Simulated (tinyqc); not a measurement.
Pump-down curve: gas flow in a process chamber: flow regimes, conductance, effective pumping speed, pump-down, outgassing and purge. Computed by tinyqc, a small Python program. Command: `OMP_NUM_THREADS=1 python tinyqc.py 3121179 3121180 out.jsonl pump walk`. One thread of a shared host (Intel(R) Xeon(R) Processor @ 2.30GHz), about 0.08 s of CPU time with the checks.

Ideal gas, isothermal flow, a pump of constant speed at the end of a round pipe; process gas, volume gas and outgassing are given the same properties. 1 sccm = 101325 Pa x 1e-6 m^3/60 s x T/273.15 K.

Inputs (values chosen for the exercise, modelled on water vapour near room temperature):
```
quantity                     value            unit
molar mass M                 18.02           g/mol
molecular diameter            0.46              nm
viscosity eta                  9.9   micropascal s
temperature T                  300               K
chamber volume V                14               L
wall area                      1.9             m^2
pipe diameter d                 25              cm
pipe length l                  370              cm
pump speed S                  1100             L/s
outgassing rate after 1 h  1.3e-05  Pa m^3/(s m^2)
outgassing exponent n         0.89               -
starting pressure p0           390              Pa
```

Constants: k_B = 1.380649e-23 J/K; u = 1.6605390666e-27 kg.

Method:
- Mean speed c = sqrt(8 k_B T/(pi m)); aperture conductance C_a = c pi d^2/16; molecular pipe C_m = C_a/(1 + 3 l/(4 d)) (Dushman form); viscous pipe C_v = pi d^4 p_mean/(128 eta l); Knudsen interpolation C = C_v + C_m (1 + x)/(1 + 1.24 x), x = d p_mean sqrt(m/(k_B T))/eta.
- Effective speed 1/S_eff = 1/S + 1/C_m; time constant V/S_eff; pressure at which the free path k_B T/(sqrt2 pi d_m^2 p) equals d.
- Pump-down: V dp/dt = -S_eff(p) p + q(t) A, with S_eff = S p_2/p, where p_2 solves C((p + p_2)/2) (p - p_2) = S p_2 at each moment, and q(t) = q_1 (1 h/(t + 10 s))^n; integrated adaptively. At long times p = q(t) A/S_eff.
- S_eff(p) is tabulated at 260 pressures and interpolated in ln p. Comparison columns: p0 exp(-t/time constant) with the molecular S_eff (0 below 1e-26 p0), and the outgassing limit.

time constant = 0.0359778 s

S_eff in molecular flow = 389.129 L/s

Pressure against time:
```
t (s)       p (Pa)  S_eff (L/s)  volume gas only (Pa)  outgassing limit (Pa)
0.3     1.3184e-02       377.85            9.3264e-02             1.1649e-02
1       1.1336e-02       378.29            3.3105e-10             1.0987e-02
3       9.7510e-03       378.85                     0             9.4690e-03
10      6.6085e-03       380.63                     0             6.4535e-03
30      3.5359e-03       383.55                     0             3.4824e-03
100     1.4253e-03       386.52                     0             1.4154e-03
300     5.6452e-04       388.03                     0             5.6286e-04
1000    1.9693e-04       388.73                     0             1.9673e-04
3600    6.3340e-05       389.00                     0             6.3319e-05
20000   1.3792e-05       389.10                     0             1.3791e-05
100000  3.2937e-06       389.12                     0             3.2936e-06
```

What follows from these numbers?

From t = 0.3 s on the pressure is within 20 % of the outgassing limit, which falls only as (t + 10 s)^-0.89: walls, not volume, set the time to base pressure.
